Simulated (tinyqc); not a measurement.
Changing the process gas flow: gas flow in a process chamber: flow regimes, conductance, effective pumping speed, pump-down, outgassing and purge. Computed by tinyqc, a small Python program. Command: `OMP_NUM_THREADS=1 python tinyqc.py 3121011 3121012 out.jsonl pump sweep`. One thread of a shared host (Intel(R) Xeon(R) Processor @ 2.30GHz), about 0.01 s of CPU time with the checks.

Ideal gas, isothermal flow, a pump of constant speed at the end of a round pipe; process gas, volume gas and outgassing are given the same properties. 1 sccm = 101325 Pa x 1e-6 m^3/60 s x T/273.15 K.

Inputs (values chosen for the exercise, modelled on hydrogen near room temperature):
```
quantity            value           unit
molar mass M        2.016          g/mol
molecular diameter   0.27             nm
viscosity eta         8.9  micropascal s
temperature T         350              K
chamber volume V       58              L
pipe diameter d         4             cm
pipe length l         190             cm
pump speed S           29            L/s
```

Constants: k_B = 1.380649e-23 J/K; u = 1.6605390666e-27 kg.

Method:
- Mean speed c = sqrt(8 k_B T/(pi m)); aperture conductance C_a = c pi d^2/16; molecular pipe C_m = C_a/(1 + 3 l/(4 d)) (Dushman form); viscous pipe C_v = pi d^4 p_mean/(128 eta l); Knudsen interpolation C = C_v + C_m (1 + x)/(1 + 1.24 x), x = d p_mean sqrt(m/(k_B T))/eta.
- Effective speed 1/S_eff = 1/S + 1/C_m; time constant V/S_eff; pressure at which the free path k_B T/(sqrt2 pi d_m^2 p) equals d.
- Steady flow: the pump inlet is at p_2 = Q/S, and the chamber pressure p_1 solves Q = C((p_1 + p_2)/2) (p_1 - p_2). Residence time = p_1 V/Q.
- Knudsen number = free path at the mean pressure over d.

One run for each value:
```
process gas flow (sccm)  chamber pressure p_1 (Pa)  conductance C (L/s)  Knudsen number  residence time (s)
0.1                                      2.073e-02                   16       2.646e+01               5.558
0.3                                      6.276e-02                   16       8.761e+00               5.607
1                                        2.124e-01                   16       2.599e+00               5.693
3                                        6.317e-01                   16       8.720e-01               5.644
10                                       1.907e+00                   19       2.811e-01               5.112
30                                       4.703e+00                   26       1.075e-01               4.202
100                                      1.186e+01                   49       3.861e-02               3.178
300                                      2.841e+01                  108       1.468e-02               2.539
1000                                     8.174e+01                  304       4.771e-03               2.191
3000                                     2.314e+02                  859       1.639e-03               2.068
10000                                    7.539e+02                 2800       4.973e-04               2.021
```

Describe and explain the trends.

Over the rows, chamber pressure p_1 (Pa) rises from 0.0207 to 754 (exponent d ln y / d ln x between 0.77 and 1.0); conductance C (L/s) goes from 16.3 through a minimum among these rows, 15.7 at 1.00, to 2800; Knudsen number falls from 26.5 to 4.97e-4 (exponent d ln y / d ln x between -1.0 and -0.85). At the low end the exponent of chamber pressure p_1 is 1.01, close to 1: constant speed and conductance.

Extremes, crossings and ranges named in words are read from the listed rows.
